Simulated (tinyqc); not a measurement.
Voltage: WKB tunnelling through a gate dielectric with a two-band (Franz) dispersion.

At depth x the conduction edge lies u(x) = phi - V x/t above the electron. Parabolic: kappa = sqrt(m u/c). Franz: kappa = sqrt(m u (1 - u/Eg)/c), which vanishes at both band edges. c = hbar^2/2m0. T = exp(-2 integral of kappa dx) over the region u > 0; no image force, no prefactor, zero transverse momentum. The region ends at x_e = min(t, phi t/V); x_e < t is the Fowler-Nordheim regime.

Constants: hbar^2/2m0 = 3.80998211 eV angstrom^2.

Values chosen for the exercise (of the size used for SiO2 on silicon; shifted at random, so the results belong to these values and not to a real crystal):
- Eg = 9.18 eV (gap of the dielectric)
- phi = 3.22 eV (barrier above the electron energy at the emitter)
- m = 0.51 m0 (mass at the conduction edge)
- t = 31 angstrom (thickness)

The same layer at other voltages.

Exponents 2 I and transmission:

| V (V) | shape | x_e (angstrom) | 2 I parabolic | 2 I Franz | T Franz |
|---|---|---|---|---|---|
| 0.25 | trapezoid | 31.00 | 39.904 | 32.485 | 7.79e-15 |
| 0.50 | trapezoid | 31.00 | 39.081 | 32.132 | 1.11e-14 |
| 1.00 | trapezoid | 31.00 | 37.358 | 31.293 | 2.57e-14 |
| 1.50 | trapezoid | 31.00 | 35.511 | 30.257 | 7.23e-14 |
| 2.00 | trapezoid | 31.00 | 33.501 | 28.983 | 2.59e-13 |
| 3.00 | trapezoid | 31.00 | 28.606 | 25.321 | 1.01e-11 |
| 4.00 | triangle | 24.95 | 21.845 | 19.378 | 3.84e-09 |
| 5.00 | triangle | 19.96 | 17.476 | 15.502 | 1.85e-07 |
| 6.00 | triangle | 16.64 | 14.563 | 12.919 | 2.45e-06 |

What can be read from this table?

While the barrier is a trapezoid T rises by a factor 1.29e+03 from 0.25 to 3 V. Beyond V = phi = 3.22 V the path shortens and the exponent falls as 1/V: from 4 to 6 V it goes from 19.38 to 12.92, the ratio 0.667 = 4/6. The last row means 19.4 MV/cm; rows above about 12 MV/cm are past breakdown.

Run: tinyqc, `OMP_NUM_THREADS=1 python tinyqc.py 1451337 1451338 out.jsonl`; Intel(R) Xeon(R) Processor @ 2.30GHz, one thread, shared host; about 0.01 s of CPU time with all checks.
